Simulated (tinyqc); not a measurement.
## Thermal resistances of a two-die stack

Question. Heat leaves through the lower die only, and the system is linear. Find the resistance R1 from the lower die to the coolant, R2 between the dies, and the rise of the upper die when both are powered.

Values chosen for this exercise: power of the lower die P1 = 39 W; power of the upper die P2 = 17 W.

rises of the lower and upper die with only the lower one powered (K): 30.42  30.42
rises of the lower and upper die with only the upper one powered (K): 13.26  19.04

Solution. With only the lower die powered no heat crosses R2, so both dies rise by P1 R1; the difference in the second test is P2 R2; rises add.

R1 = 0.780 K/W
R2 = 0.340 K/W
rise of the upper die = 49.5 K

Numbers from tinyqc (`OMP_NUM_THREADS=1 python tinyqc.py 2162113 2162114 out.jsonl`; about 0.03 s on one thread of a shared Intel Xeon 2.30GHz).
